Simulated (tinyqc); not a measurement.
Classical nucleation, growth and JMAK kinetics of crystallisation from a melt or glass. Inputs raised by 2 %, one at a time. Computed by tinyqc, a small Python program. Command: `OMP_NUM_THREADS=1 python tinyqc.py 3014267 3014268 out.jsonl nucl sens`. One thread of a shared host (Intel(R) Xeon(R) Processor @ 2.30GHz), about 0.02 s of CPU time with the checks.

A spherical nucleus cap on a flat wall with a sharp interface of isotropic energy gamma; lambda = Omega^(1/3) is the jump distance.

Inputs (values chosen for the exercise, for a model substance):
```
quantity,value,unit
melting point T_m,1190,K
heat of melting per volume H,2070,J/cm^3
interface energy gamma,0.133,J/m^2
atomic volume Omega,15.5,angstrom^3
temperature T,831,K
diffusion prefactor D0,4.8e-05,m^2/s
activation energy Q,1.75,eV
contact angle theta,50,degrees
wall area per volume S_v,2.1e+06,1/m
```

Nucleation: on a flat wall. Driving force: Turnbull (linear).

Constants: e = 1.602176634e-19 C; k_B = 1.380649e-23 J/K; k_B = 8.617333262e-05 eV/K.

Method:
- Driving force per volume: dG = H (T_m - T)/T_m.
- Shape factor f = (2 + cos theta)(1 - cos theta)^2/4.
- W(r) = f [4 pi r^2 gamma - (4/3) pi r^3 dG]; r* = 2 gamma/dG; W* = f 16 pi gamma^3/(3 dG^2); n* = f (4/3) pi r*^3/Omega.
- Growth (Wilson-Frenkel): u = (D/lambda) [1 - exp(-dG Omega/(k_B T))].
- D = D0 exp(-Q/(k_B T)).
- D = D0 exp(-Q/(k_B T)); attachment rate k+ = (A*/lambda^2) D/lambda^2 with A* = 2 pi r*^2 (1 - cos theta); Zeldovich factor Z = sqrt(W*/(3 pi k_B T))/n*; sites per volume N = S_v/lambda^2; I = N Z k+ exp(-W*/(k_B T)); lag time = 1/(4 pi Z^2 k+).
- JMAK with steady nucleation and growth, nuclei spread at random: extended fraction X_e = (pi/3) I u^3 t^4, X = 1 - exp(-X_e); t_X = [-3 ln(1 - X)/(pi I u^3)]^(1/4); final grains per volume = Gamma(5/4) (3/pi)^(1/4) (I/u)^(3/4), Gamma(5/4) = 0.9064024771.
- The nose is the T between 0.3 and 0.97 T_m where I u^3 is largest; the time is for X = 1e-6, and the critical cooling rate is estimated as (T_m - T_nose)/t_nose.

Runs:
```
input moved,from,to,critical radius r* (nm),barrier W* (eV),growth velocity u (m/s),critical cooling rate (K/s)
base run,-,-,0.42596,0.053188,2.6729e-06,2.5740e+08
melting point T_m (K),1190,1213.8,0.40746,0.048670,2.7487e-06,3.8593e+08
heat of melting per volume H (J/cm^3),2070,2111.4,0.41760,0.051123,2.7067e-06,2.6795e+08
interface energy gamma (J/m^2),0.133,0.13566,0.43447,0.056443,2.6729e-06,2.4727e+08
temperature T (K),831,847.62,0.44663,0.058477,4.1324e-06,2.5740e+08
diffusion prefactor D0 (m^2/s),4.8e-05,4.896e-05,0.42596,0.053188,2.7264e-06,2.6255e+08
activation energy Q (eV),1.75,1.785,0.42596,0.053188,1.6395e-06,1.7357e+08
wall area per volume S_v (1/m),2100000,2142000,0.42596,0.053188,2.6729e-06,2.5868e+08
```

Exponents ln(y'/y) / ln(x'/x):
```
input,critical radius r*,barrier W*,growth velocity u,critical cooling rate
melting point T_m,-2.242,-4.483,1.412,20.453
heat of melting per volume H,-1.000,-2.000,0.634,2.029
interface energy gamma,1.000,3.000,0.000,-2.027
temperature T,2.394,4.787,22.002,0.000
diffusion prefactor D0,0.000,0.000,1.000,1.000
activation energy Q,0.000,0.000,-24.681,-19.897
wall area per volume S_v,0.000,0.000,0.000,0.250
```

Which inputs matter most for each result?

Among the inputs moved here: critical radius r* answers most in size to temperature T (exponent +2.394), next to melting point T_m (-2.242); its exponent is below 0.0005 for diffusion prefactor D0, activation energy Q, wall area per volume S_v. Its exponent -1.000 in heat of melting per volume H: r* goes as 1/dG. Its exponent +1.000 in interface energy gamma: r* = 2 gamma/dG. barrier W* answers most in size to temperature T (exponent +4.787), next to melting point T_m (-4.483); its exponent is below 0.0005 for diffusion prefactor D0, activation energy Q, wall area per volume S_v. Its exponent -2.000 in heat of melting per volume H: W* goes as 1/dG^2. Its exponent +3.000 in interface energy gamma: W* goes as gamma^3. Growth velocity u answers most in size to activation energy Q (exponent -24.681), next to temperature T (+22.002); its exponent is below 0.0005 for interface energy gamma, wall area per volume S_v. Critical cooling rate answers most in size to melting point T_m (exponent +20.453), next to activation energy Q (-19.897); its exponent is below 0.0005 for temperature T.

Caution (all rows): with under 20 atoms in the nucleus or a barrier under 10 k_B T the capillary model is only a guide. Caution (all rows): at the nose the nucleus has under 20 atoms or the barrier is under 10 k_B T, so the result is only a guide. Caution (all rows): at the nose the lag time is not small against the nose time, so steady nucleation overstates the critical cooling rate.
